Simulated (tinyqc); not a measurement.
Worked calculation: CIS on RHF in the sto-3g basis, for H3-, spin multiplicity 1. The basis has no diffuse functions, so it cannot describe the extra electron: this is an exercise in the method, not the real anion. One step of it, computed by the program tinyqc.

Problem. CIS matrix, singlets. A(ia,jb) = (e_a - e_i) d_ij d_ab + 2 (ia|jb) - (ij|ab).

orbital energies (hartree): MO1 -0.120311, MO2 0.168354, MO3 0.881260

Two-electron integrals over orbitals (pq|rs), unique and non-zero (hartree):
```
(11|11) 0.512104    (21|21) 0.161018    (22|11) 0.448948    (22|22) 0.506796
(31|11) 0.076694    (31|22) -0.053522   (31|31) 0.143404    (32|21) -0.146106
(32|32) 0.148462    (33|11) 0.533985    (33|22) 0.466516    (33|31) 0.090532
(33|33) 0.582300
```

Give: CIS matrix A, singlet.

Solution.

CIS matrix A, singlet (hartree):
```
        1>3     2>3
1>3  0.7544  0.0000
2>3  0.0000  0.5433
```
